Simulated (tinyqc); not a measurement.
UHF in the sto-3g basis, for BeH, spin multiplicity 2, step by step. This run ends on a higher stationary point, not on the lowest solution. One step of it, computed by the program tinyqc.

Task: Iteration 1: building the Fock matrix. J_ij = sum D_kl (ij|kl) with D = D(alpha) + D(beta), K_ij = sum D_kl (ik|jl) for each spin; F = H + J - K(s); E = tr D H + tr D J / 2 - 0.5 sum_s tr D(s) K(s) + E_nn.

D(alpha) at the start, lower triangle:
```
            1Be 1s    1Be 2s   1Be 2px   1Be 2py   1Be 2pz     2H 1s
1Be 1s    0.986742
1Be 2s    0.006428  0.126572
1Be 2px   0.000000  0.000000  0.973608
1Be 2py   0.000000  0.000000  0.160297  0.026392
1Be 2pz  -0.078379  0.251712  0.000000  0.000000  0.509003
2H 1s    -0.051895  0.144007  0.000000  0.000000  0.291858  0.167398
```

D(beta) at the start, lower triangle:
```
            1Be 1s    1Be 2s   1Be 2px   1Be 2py   1Be 2pz     2H 1s
1Be 1s    0.986742
1Be 2s    0.006428  0.126572
1Be 2px   0.000000  0.000000  0.000000
1Be 2py   0.000000  0.000000  0.000000  0.000000
1Be 2pz  -0.078379  0.251712  0.000000  0.000000  0.509003
2H 1s    -0.051895  0.144007  0.000000  0.000000  0.291858  0.167398
```

core Hamiltonian H = T + V (hartree), lower triangle:
```
            1Be 1s     1Be 2s    1Be 2px    1Be 2py    1Be 2pz      2H 1s
1Be 1s   -8.111315
1Be 2s   -1.995632  -2.345153
1Be 2px   0.000000   0.000000  -1.861898
1Be 2py   0.000000   0.000000   0.000000  -1.861898
1Be 2pz  -0.006883  -0.072524   0.000000   0.000000  -1.907074
2H 1s    -0.084030  -0.393648   0.000000   0.000000  -0.504149  -1.443226
```

Two-electron integrals (ij|kl) in chemists' order, unique and non-zero (hartree):
```
(11|11) 2.298831   (21|11) 0.392036   (21|21) 0.079539   (22|11) 0.570988
(22|21) 0.143041   (22|22) 0.417683   (31|31) 0.014607   (32|31) 0.021888
(32|32) 0.092265   (33|11) 0.569578   (33|21) 0.143083   (33|22) 0.417589
(33|33) 0.449859   (41|41) 0.014607   (42|41) 0.021888   (42|42) 0.092265
(43|43) 0.024249   (44|11) 0.569578   (44|21) 0.143083   (44|22) 0.417589
(44|33) 0.401360   (44|44) 0.449859   (51|51) 0.014607   (52|51) 0.021888
(52|52) 0.092265   (53|53) 0.024249   (54|54) 0.024249   (55|11) 0.569578
(55|21) 0.143083   (55|22) 0.417589   (55|33) 0.401360   (55|44) 0.401360
(55|55) 0.449859   (61|11) 0.015803   (61|21) 0.003216   (61|22) 0.005873
(61|33) 0.005832   (61|44) 0.005832   (61|51) 0.000323   (61|52) 0.000606
(61|55) 0.005958   (61|61) 0.000138   (62|11) 0.068508   (62|21) 0.017574
(62|22) 0.060269   (62|33) 0.057719   (62|44) 0.057719   (62|51) 0.002199
(62|52) 0.016268   (62|55) 0.065299   (62|61) 0.000798   (62|62) 0.017088
(63|31) 0.001141   (63|32) 0.006240   (63|53) 0.002424   (63|63) 0.001060
(64|41) 0.001141   (64|42) 0.006240   (64|54) 0.002424   (64|64) 0.001060
(65|11) 0.087025   (65|21) 0.022480   (65|22) 0.079684   (65|33) 0.075339
(65|44) 0.075339   (65|51) 0.003383   (65|52) 0.024721   (65|55) 0.088275
(65|61) 0.001042   (65|62) 0.024822   (65|65) 0.036424   (66|11) 0.244148
(66|21) 0.063349   (66|22) 0.241073   (66|33) 0.227471   (66|44) 0.227471
(66|51) 0.006855   (66|52) 0.069421   (66|55) 0.267866   (66|61) 0.002856
(66|62) 0.097386   (66|65) 0.146885   (66|66) 0.774606
```

nuclear repulsion = 0.97679227 hartree

Give: Coulomb J; exchange K(alpha); exchange K(beta); F(alpha); F(beta); total energy of this density.

Result:

Coulomb J (hartree), lower triangle:
```
         1Be 1s  1Be 2s  1Be 2px  1Be 2py  1Be 2pz   2H 1s
1Be 1s   6.0603
1Be 2s   1.1576  2.2862
1Be 2px  0.0000  0.0000   2.2868
1Be 2py  0.0000  0.0000   0.0078   2.2408
1Be 2pz  0.0249  0.1474   0.0000   0.0000   2.3219
2H 1s    0.0478  0.3621   0.0000   0.0000   0.4873  1.5987
```

exchange K(alpha) (hartree), lower triangle:
```
          1Be 1s  1Be 2s  1Be 2px  1Be 2py  1Be 2pz   2H 1s
1Be 1s    2.3050
1Be 2s    0.4428  0.3003
1Be 2px   0.0000  0.0000   0.4806
1Be 2py   0.0000  0.0000   0.0682   0.0775
1Be 2pz  -0.0026  0.1584   0.0000   0.0000   0.3440
2H 1s     0.0199  0.1298   0.0000   0.0000   0.1982  0.2774
```

exchange K(beta) (hartree), lower triangle:
```
          1Be 1s  1Be 2s  1Be 2px  1Be 2py  1Be 2pz   2H 1s
1Be 1s    2.2904
1Be 2s    0.4209  0.2080
1Be 2px   0.0000  0.0000   0.0420
1Be 2py   0.0000  0.0000   0.0000   0.0420
1Be 2pz  -0.0026  0.1584   0.0000   0.0000   0.3197
2H 1s     0.0187  0.1235   0.0000   0.0000   0.1958  0.2763
```

F(alpha) (hartree), lower triangle:
```
          1Be 1s   1Be 2s  1Be 2px  1Be 2py  1Be 2pz    2H 1s
1Be 1s   -4.3561
1Be 2s   -1.2808  -0.3593
1Be 2px   0.0000   0.0000  -0.0558
1Be 2py   0.0000   0.0000  -0.0604   0.3015
1Be 2pz   0.0206  -0.0835   0.0000   0.0000   0.0708
2H 1s    -0.0561  -0.1614   0.0000   0.0000  -0.2151  -0.1219
```

F(beta) (hartree), lower triangle:
```
          1Be 1s   1Be 2s  1Be 2px  1Be 2py  1Be 2pz    2H 1s
1Be 1s   -4.3415
1Be 2s   -1.2589  -0.2670
1Be 2px   0.0000   0.0000   0.3829
1Be 2py   0.0000   0.0000   0.0078   0.3369
1Be 2pz   0.0206  -0.0835   0.0000   0.0000   0.0951
2H 1s    -0.0550  -0.1551   0.0000   0.0000  -0.2127  -0.1209
```

total energy of this density = -14.495030 hartree

This density is the starting one.
